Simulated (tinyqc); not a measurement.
A longer run and its error bar: q-state Potts model on a small periodic square lattice: enumeration, Metropolis, heat-bath and Wolff steps. Computed by tinyqc, a small Python program. Command: `OMP_NUM_THREADS=1 python tinyqc.py 3113965 3113966 out.jsonl potts walk`. One thread of a shared host (Intel(R) Xeon(R) Processor @ 2.30GHz), about 0.04 s of CPU time with the checks.

E = -J x (number of nearest-neighbour bonds with equal states); n x n sites with periodic edges have 2 n^2 bonds. Order parameter m = (q f - 1)/(q - 1), f being the largest share of one state. Sites are numbered row by row from 0. Here q = 4 and n = 3.

Inputs (values chosen for the exercise, for a model of domains or grain orientations): number of states q = 4; edge n = 3; coupling J = 72 meV; temperature T = 914 K; seed = 796639.

Update: Metropolis.

Constants: k_B = 8.617333262e-05 eV/K.

Method:
- K = J/(k_B T); the infinite square lattice orders at K_c = ln(1 + sqrt(q)); Wolff bond probability p = 1 - exp(-K).
- All q^(n^2) states are counted by their number b of equal bonds; weights g(b) exp(K b), K = J/(k_B T). Per site: u = -J <b>/n^2, c/k_B = K^2 (<b^2> - <b>^2)/n^2.
- ln Z = ln sum g(b) exp(K b); entropy per site s/k_B = (ln Z - K <b>)/n^2.
- After 400 updates are discarded, b is recorded for 4000 sweeps of n^2 steps of the update named (random numbers not printed, so these rows are one sample). Records are averaged in blocks; the error is the scatter of block means over sqrt(number of blocks), and the last column its square over that for single records.

start states:
```
[[0, 3, 0],
 [0, 2, 0],
 [2, 0, 3]]
```

K = 0.914141

<b> = 12.5190

Blocking:
```
block length    mean b    error  variance ratio
1             12.33125  0.06670           1.000
4             12.33125  0.11903           3.184
16            12.33125  0.18167           7.418
40            12.33125  0.20934           9.849
100           12.33125  0.22004          10.881
```

The run gives 12.331 +/- 0.209 (blocks of 40) against the exact 12.519, a difference of 0.9 error bars. Single records understate the error by a factor of about 3.1, because successive records are correlated.

Extremes, crossings and ranges named in words are read from the listed rows.
